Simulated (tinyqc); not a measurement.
What moves the response: phonon-assisted absorption at an indirect gap.

alpha(E) = sum_j A_j [N_j (E - Eg + w_j)^2 + (N_j + 1)(E - Eg - w_j)^2], each bracket counted only where its base is positive; N_j = 1/(exp(w_j/kB T) - 1). The first term absorbs a phonon and the second emits one; excitons and direct transitions are left out.

Photodiode (Gaertner form with a dead layer): QE = (1 - R) exp(-alpha xj) [1 - exp(-alpha W)/(1 + alpha L)], R = ((nr - 1)/(nr + 1))^2; responsivity = QE/E in A/W for E in eV.

Constants: kB = 8.617333262e-05 eV/K.

Inputs chosen for the exercise (loosely those of AlAs at room temperature; Eg is not tied to T; shifted at random, so the results belong to these values and not to a real crystal): Eg = 2.14 eV (indirect gap, held fixed unless listed); w = (46.4, 12.6) meV (two zone-edge phonons); A = (4600, 330) 1/(cm eV^2) (their strengths); T = 77 K; E = 2.526 eV (photon energy); nr = 3.14 (refractive index); xj = 0.053 micrometre (dead layer at the surface); W = 4.5 micrometre (depleted width); L = 21 micrometre (minority diffusion length below it).

At the energy E.

One parameter was then changed.

Results before and after:
```
case     alpha (1/cm)      QE
base            595.1  0.4821
changed         595.1  0.3866
```

Which of these changes was made? (a) nr = 3.3; (b) L = 10.5 micrometre; (c) xj = 0.106 micrometre; (d) Eg = 2.12 eV; (e) W = 9 micrometre; (f) T = 127 K.

Answer: (b) L = 10.5 micrometre. Of the candidates, run in turn, only this one gives the changed row.

All candidates:
```
case                   alpha (1/cm)      QE
base                          595.1  0.4821
Eg = 2.12 eV                  666.5  0.5048
T = 127 K                     642.4  0.4975
W = 9 micrometre              595.1  0.5405
L = 10.5 micrometre           595.1  0.3866
xj = 0.106 micrometre         595.1  0.4806
nr = 3.3                      595.1  0.4696
```

Program tinyqc; command `OMP_NUM_THREADS=1 python tinyqc.py 1650178 1650179 out.jsonl`; about 0.01 s on one thread of a shared Intel(R) Xeon(R) Processor @ 2.30GHz.
